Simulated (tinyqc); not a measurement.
Worked calculation: plane-wave Kohn-Sham cycle with exchange-only LDA in a layered model solid. One step of it, computed by the program tinyqc.

Problem. Iteration 1: Hamiltonian at one k. H(m,m') = (k + G_m)^2/2 delta + V(G_m - G_m'), with V(-G) = V(G).

A solid whose potential varies along x alone (atomic units):
```
parameter                      value
period a                   16.400000
cross-section of the cell  15.000000
electrons per cell                 4
grid points                       16
plane waves -n..n, n               3
k points                           3
V1 in V1 cos(2 pi x/a)     -0.550000
```

V(G_m), m = 0, 1, 2, ... (hartree): -0.249478  -0.275000  0.000000  0.000000  0.000000  0.000000  0.000000

k = 0.000000 2 pi / a

Give: H.

Solution.

H (hartree), lower triangle:
```
        -3      -2      -1      +0      +1      +2     +3
-3   0.411
-2  -0.275   0.044
-1   0.000  -0.275  -0.176
+0   0.000   0.000  -0.275  -0.249
+1   0.000   0.000   0.000  -0.275  -0.176
+2   0.000   0.000   0.000   0.000  -0.275   0.044
+3   0.000   0.000   0.000   0.000   0.000  -0.275  0.411
```
